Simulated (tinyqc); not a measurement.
From results back to parameters: Brillouin zone and empty-lattice bands of the fcc structure.

Problem. At the centre of a zone face two plane waves are mixed by V > 0: levels E0 -/+ V, masses normal to the face 1/(1 -/+ 2 E0/V), E0 = c0 k^2, c0 = hbar^2/2m0. The gap and the mass of the upper band are given.

Constants: hbar^2/2m0 = 3.80998211 eV angstrom^2.

gap = 1.800000 eV
mass of the upper band = 0.0889404 m0

Find: V; E0; k; spacing of the lattice planes, pi/k.

Solution. V is half the gap; 2 E0/V = 1/m - 1; k = |G|/2 = pi/d.

V = 0.9000 eV
E0 = 4.610 eV
k = 1.0999 1/angstrom
spacing of the lattice planes, pi/k = 2.856 angstrom

Computed by tinyqc, a small Python program: `OMP_NUM_THREADS=1 python tinyqc.py 1850563 1850564 out.jsonl` (the numbers bound the seed that draws the inputs); one thread of a shared host (Intel(R) Xeon(R) Processor @ 2.30GHz), about 0.02 s for the whole set of steps.
